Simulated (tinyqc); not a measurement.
Potential-pH (Pourbaix) lines of a metal, its cation, its oxide and an oxyanion, with a complexing ligand: one step, computed by the program tinyqc. Command: `OMP_NUM_THREADS=1 python tinyqc.py 3000903 3000904 out.jsonl pourb walk`. One thread of a shared host (Intel(R) Xeon(R) Processor @ 2.30GHz), about 0.02 s of CPU time with the checks.

Potentials are against the standard hydrogen electrode; solids and water have unit activity; dG_f of M, H+ and the electron is zero; F = e N_A and s = R T ln(10)/F. The cation carries z = 2.

Question. Standard potentials. M2+ + 2e = M; MO + 2H+ + 2e = M + H2O; MO2(2-) + 4H+ + 2e = M + 2H2O. For each, E0 = -dG/(z F), and E = E0 + (s/z) log10 a - (s n_H/z) pH, with no activity term for the oxide.

Inputs (values chosen for the exercise, modelled on nickel): dG_f of the cation = -45.92 kJ/mol; dG_f of the oxide = -210.65 kJ/mol; dG_f of the oxyanion = -290.55 kJ/mol; dG_f of water = -237.14 kJ/mol; temperature T = 298.15 K.

Species: M, M2+, MO, MO2(2-).

Constants: R = 8.314462618 J/(mol K); e = 1.602176634e-19 C; N_A = 6.02214076e+23 1/mol.

Give: s; E0.

Answer.

s = 0.05916 V

E0 (V): cation -0.2380, oxide 0.1373, oxyanion 0.9521

The metal is less noble than hydrogen.
